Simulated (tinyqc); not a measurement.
Worked calculation: order-disorder in a binary alloy on two sublattices: Bragg-Williams and pair (quasi-chemical) approximations. Computed by tinyqc, a small Python program that keeps every step. Command: `OMP_NUM_THREADS=1 python tinyqc.py 3002549 3002550 out.jsonl order walk`. One thread of a shared host (Intel(R) Xeon(R) Processor @ 2.30GHz), about 0.01 s of CPU time with the checks. Intermediate numbers are printed to about 5 digits and carried at full precision; extremes and crossings named in words are read from the listed rows.

All z = 8 neighbours of a site lie on the other sublattice. B fills the sublattices with x + eta/2 and x - eta/2; energies are per site, from the pure components: u = -z w y with y the probability of an A-B bond taken in one order.

Inputs (values chosen for the exercise, for a model alloy): ordering energy w = (e_AA + e_BB)/2 - e_AB = 19.1 meV; fraction x of B = 0.5; temperature T = 537 K.

Lattice: bcc (B2 order, z = 8). Method: plain iteration, 400 steps.

scattering factors f_A, f_B (electrons): 32  67

Constants: k_B = 8.617333262e-05 eV/K.

## Critical temperatures

Bragg-Williams: k_B T_c = 2 z w x (1 - x). Pair approximation at x = 1/2: k_B T_c = w/ln(z/(z - 2)).

T_c, Bragg-Williams = 886.59 K

T_c, pair approximation at x = 1/2 = 770.46 K

At x = 1/2 the pair value is 0.869 of the Bragg-Williams one; the ratio tends to 1 as z grows.

## Long-range order, Bragg-Williams

Bragg-Williams: u = -z w [x (1 - x) + eta^2/4]; minimising f gives ln[a (1 - b)/(b (1 - a))] = 2 z w eta/(k_B T) =: ln Q, a = x + eta/2, b = x - eta/2. For given Q this is a quadratic for eta, (Q - 1) eta^2/4 - (Q + 1) eta/2 + (Q - 1) x (1 - x) = 0, smaller root: the map eta -> phi(eta). Plain iteration eta = phi(eta), 400 steps at most; start at 0.999 times 2x; stop when |phi - eta| < 1e-10.

Iteration:
```
step      eta  phi(eta)    phi - eta
1     0.99900   0.92877  -7.0232e-02
2     0.92877   0.91100  -1.7764e-02
3     0.91100   0.90588  -5.1235e-03
4     0.90588   0.90435  -1.5290e-03
5     0.90435   0.90389  -4.6088e-04
6     0.90389   0.90375  -1.3933e-04
7     0.90375   0.90371  -4.2159e-05
...       ...       ...          ...
12    0.90369   0.90369  -1.0712e-07
13    0.90369   0.90369  -3.2426e-08
14    0.90369   0.90369  -9.8154e-09
15    0.90369   0.90369  -2.9711e-09
16    0.90369   0.90369  -8.9936e-10
17    0.90369   0.90369  -2.7224e-10
18    0.90369   0.90369  -8.2406e-11
```

order parameter eta = 0.90369

last residual = 8.2406e-11

Converged: eta is 90.4 % of its largest value 2x.

## Energy, entropy and site fractions

a = x + eta/2, b = x - eta/2; u = -z w [x (1 - x) + eta^2/4]; s/k_B = [s2(a) + s2(b)]/2, s2(c) = -c ln c - (1 - c) ln(1 - c); gain on ordering = f(eta) - f(0), f = u - T s. Superlattice over fundamental intensity = [eta (f_B - f_A)/2]^2/[(1 - x) f_A + x f_B]^2.

B fraction on its own sublattice = 0.95185

B fraction on the A sublattice = 0.048155

energy u = -69.396 meV/site

entropy s = 0.19305 k_B/site

gain on ordering = -8.0540 meV/site

intensity ratio = 0.10207

The antisite fraction is 0.0482; the dilute estimate exp(-z w/(k_B T)) gives 0.0368.

## Short-range order at the Bragg-Williams T_c

Quasi-chemical disordered state, with T here the Bragg-Williams T_c and not the input T: y^2/[(1 - x - y)(x - y)] = exp(2 w/(k_B T)) =: E, so y = 2 x (1 - x)/(1 + r), r = sqrt(1 - 4 x (1 - x)(1 - 1/E)); Warren-Cowley alpha = 1 - y/(x (1 - x)); u = -z w y.

bond probability y = 0.28109

alpha of the disordered state at the Bragg-Williams T_c = -0.12435

energy of the disordered state = -42.950 meV/site

Short-range order already holds 12 % of the full ordering energy z w x^2, counted from the random alloy at -z w x (1 - x); Bragg-Williams puts none there.

## Both approximations at x = 1/2

At x = 1/2 the alloy is an Ising model with K = w/(2 k_B T). Bragg-Williams: eta = tanh(z K eta), neighbour correlation -eta^2. Pair: h = (z - 1) artanh(tanh K tanh h), eta = tanh(z h/(z - 1)), correlation -(tanh K + tanh^2 h)/(1 + tanh K tanh^2 h). T is given in units of the Bragg-Williams T_c at x = 1/2, z w/(2 k_B).

Order and neighbour correlation:
```
T/T_c   T (K)  eta, Bragg-Williams  correlation, Bragg-Williams  eta, pair  correlation, pair
0.30    266.0              0.99741                     -0.99483    0.99734           -0.99472
0.45    399.0              0.97398                     -0.94863    0.97096           -0.94434
0.55    487.6              0.93553                     -0.87521    0.92253           -0.85847
0.65    576.3              0.87207                     -0.76050    0.83171           -0.71522
0.75    664.9              0.77552                     -0.60143    0.66642           -0.50270
0.85    753.6              0.62950                     -0.39627    0.28927           -0.20895
0.95    842.3              0.37949                     -0.14401    0.00000           -0.13082
1.10    975.2              0.00000                      0.00000    0.00000           -0.11315
1.50   1329.9              0.00000                      0.00000    0.00000           -0.08314
```

The pair approximation loses long-range order between T/T_c = 0.85 and 0.95, at 770 K, and keeps a correlation of -0.083 in the last row. At its own T_c the correlation is -1/(z - 1) = -0.143, so the fewer the neighbours, the more of the ordering energy is released above T_c.

Checks made by the program: eta against bracketed root finding (relative difference 1e-10).
